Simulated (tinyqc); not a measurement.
What moves the results: Fermi-Dirac statistics of conduction electrons. A value that a table varies takes the place of the one given here.

Non-parabolic band E (1 + alpha E) = c k^2/m: n = Nc (2/sqrt(pi)) integral_0^infinity sqrt(x (1 + a x)) (1 + 2 a x) dx/(1 + exp(x - eta)) with a = alpha kT and eta = (EF - Ec)/kT; a = 0 gives n = Nc F_1/2(eta).

Constants: hbar^2/2m0 = 3.80998211 eV angstrom^2; kB = 8.617333262e-05 eV/K.

Inputs chosen for the exercise (near those of Si, lowest valleys alone; the results hold for these values, not for the real material): m = 1.0624 m0 (density-of-states mass of the conduction band); T = 77 K; alpha = 0.45 1/eV (non-parabolicity); n = 5.7e+19 1/cm^3 (electron density).

## Parabolic against non-parabolic filling

N = 2 (m kB T/(4 pi c))^(3/2) with c = hbar^2/2m0, in 1/angstrom^3; times 1e24 for 1/cm^3. k_F = (3 pi^2 n)^(1/3) and the energy E0 that solves E (1 + alpha E) = c k_F^2/m give the limit of zero temperature.

EF - Ec (meV):
```
n (1/cm^3)  parabolic  non-parabolic  non-parabolic, 0 K
4.0e+17         -14.3          -14.3                 1.9
1.0e+18          -7.8           -7.9                 3.4
5.0e+18           5.5            5.3                10.0
2.0e+19          23.7           23.3                25.0
5.0e+19          45.8           44.7                45.6
2.0e+20         117.1          111.4               111.8
```

Non-parabolicity lowers EF by 0.1 meV at the lowest density and by 5.7 meV at the highest, where alpha (EF - Ec) = 0.05. Temperature lowers EF below its 0 K value by 16.2 meV at the lowest density and by 0.4 meV at the highest. EF enters the band between 1e+18 and 5e+18 1/cm^3.

## What moves the Fermi level

N = 2 (m kB T/(4 pi c))^(3/2) with c = hbar^2/2m0, in 1/angstrom^3; times 1e24 for 1/cm^3. Each row changes one parameter from the base and keeps the others.

Results:
```
case                 parabolic EF - Ec (meV)  non-parabolic EF - Ec (meV)
base                                   50.10                        48.89
m = 0.9562 m0                          55.83                        54.36
T = 52 K                               50.51                        49.35
n = 1.14e+20 1/cm^3                    80.24                        77.41
alpha = 0.675 1/eV                     50.10                        48.33
```

The largest shifts from the base row, up to three for each result and ties (the steps differ in size, so this ranks the rows, not the parameters). parabolic EF - Ec (meV): n +30.14, m +5.72, T +0.40; unchanged at the printed digits by alpha. non-parabolic EF - Ec (meV): n +28.52, m +5.47, alpha -0.57.

tinyqc: `OMP_NUM_THREADS=1 python tinyqc.py 1652345 1652346 out.jsonl`; about 0.01 s, one thread, shared Intel(R) Xeon(R) Processor @ 2.30GHz.
